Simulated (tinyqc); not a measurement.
Size effects in the resistivity of thin metal films and interconnect lines: one step, computed by the program tinyqc. Command: `OMP_NUM_THREADS=1 python tinyqc.py 3011344 3011345 out.jsonl size walk`. One thread of a shared host (Intel(R) Xeon(R) Processor @ 2.30GHz), about 0.01 s of CPU time with the checks.

Electrons lose their drift at surfaces (a share 1 - p of the hits) and at grain boundaries (reflection R), besides bulk scattering. The line sits in a trench with a non-conducting liner on both walls and the bottom; the spacing equals the drawn width.

Task: Metal cross-section. Metal width w_m = w - 2t, height h_m = (aspect ratio) w - t, grain size D = (ratio) w_m.

Inputs (values chosen for the exercise, modelled on platinum):

| quantity | value | unit |
|---|---|---|
| drawn line width w | 14 | nm |
| grain size over metal width | 1.1 | - |
| aspect ratio (height over width) | 1.2 | - |
| liner thickness t | 0.9 | nm |

Geometry: line.

Give: metal width w_m; metal height h_m; grain size D; share of the trench filled by metal.

Result:

metal width w_m = 12.2 nm

metal height h_m = 15.9 nm

grain size D = 13.42 nm

share of the trench filled by metal = 82.47 %
